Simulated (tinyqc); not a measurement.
Length offset and series resistance from crossing lines.

Inverse problem. R_total = Rs + k (L - dL)/Vo with constant Rs, dL and k. Find k, dL and Rs.

R_total at (L, Vo) = (90, 0.33), (270, 0.33), (90, 0.81) and (270, 0.81), L in nm and Vo in V (ohm um): 1512.6667  3912.6667  847.38272  1825.1605

Answer. At each overdrive R is a straight line in L with slope k/Vo; the two lines cross at L = dL, R = Rs.

k = 4.400 ohm um V/nm
dL = 5.800 nm
Rs = 390.0 ohm um

Program tinyqc, `OMP_NUM_THREADS=1 python tinyqc.py 2282182 2282183 out.jsonl`; Intel Xeon 2.30GHz, shared host, one thread, about 0.03 s.
